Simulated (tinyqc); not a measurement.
Impurity fraction: valence-band anticrossing with a localised impurity level.

Host valence band EM(k) = al x - c k^2/mM, c = hbar^2/2m0, coupled to a flat level EI by V = C sqrt(x): H = [[EM, V], [V, EI]], E+/- = (EM + EI)/2 +/- sqrt((EM - EI)^2/4 + V^2). The host weight of a state at E is f = 1/(1 + V^2/(E - EI)^2), and its mass at k = 0 is mM/f. The gap is Eg - E+(0), the conduction edge staying at Eg.

Constants: hbar^2/2m0 = 3.80998211 eV angstrom^2.

Parameters, chosen for this exercise (host near GaAs; shifted at random, so the results belong to these values and not to a real crystal): Eg = 1.503 eV (gap at Gamma to the s-like level); mM = 0.35 m0 (mass of the host band); EI = -0.239 eV (impurity level, from the valence top of the host); C = 1.21 eV (coupling); al = 0.68 eV (linear shift of the host edge).

The last column is the bowing that a quadratic law would need at that x, (Eg - gap)/(x (1 - x)), with equal end gaps.

Results:
```
x (%)  E- (eV)  E+ (eV)  gap (eV)  host weight of E+  mass of E+  bowing (eV)
0.1    -0.2450   0.0066    1.4964              0.976      0.3585          6.6
0.2    -0.2506   0.0130    1.4900              0.956      0.3661          6.5
0.5    -0.2662   0.0306    1.4724              0.908      0.3853          6.1
1.0    -0.2886   0.0564    1.4466              0.856      0.4087          5.7
2.0    -0.3254   0.1000    1.4030              0.797      0.4392          5.1
3.0    -0.3558   0.1372    1.3658              0.763      0.4586          4.7
5.0    -0.4055   0.2005    1.3025              0.725      0.4826          4.2
8.0    -0.4647   0.2801    1.2229              0.697      0.5022          3.8
```

The apparent bowing falls from 6.6 to 3.8 eV, so no single constant describes the gap: the part from the coupling goes as x while V is small against |EM - EI| and as sqrt(x) beyond (V = |EI| near x = 3.90 %), with the linear term al x on top; the fall of the gap goes as the power 0.97 of x between the first two rows and 0.71 between the last two. The mass of E+ goes from 0.3585 to 0.5022, higher although the gap falls; with al = 0 the weight tends to 1/2 at large x.

(tinyqc, `OMP_NUM_THREADS=1 python tinyqc.py 1080056 1080057 out.jsonl`, Intel(R) Xeon(R) Processor @ 2.30GHz, 1 thread, shared host, about 0.01 s.)
